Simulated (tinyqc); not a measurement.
Worked calculation: plane-wave Kohn-Sham cycle with exchange-only LDA in a layered model solid. One step of it, computed by the program tinyqc.

Question. Iteration 2: Hamiltonian at one k. H(m,m') = (k + G_m)^2/2 delta + V(G_m - G_m'), with V(-G) = V(G).

A solid whose potential varies along x alone (atomic units):
```
parameter,value
period a,13.200000
cross-section of the cell,20.000000
electrons per cell,2
grid points,16
"plane waves -n..n, n",2
k points,4
V1 in V1 cos(2 pi x/a),-0.760000
```

V(G_m), m = 0, 1, 2, ... (hartree): -0.184705  -0.229393  0.012881  0.001431  0.000990

k = 0.125000 2 pi / a

Give: H.

Answer.

H (hartree):
```
,-2,-1,+0,+1,+2
-2,0.2136,-0.2294,0.0129,0.0014,0.0010
-1,-0.2294,-0.0980,-0.2294,0.0129,0.0014
+0,0.0129,-0.2294,-0.1829,-0.2294,0.0129
+1,0.0014,0.0129,-0.2294,-0.0413,-0.2294
+2,0.0010,0.0014,0.0129,-0.2294,0.3269
```
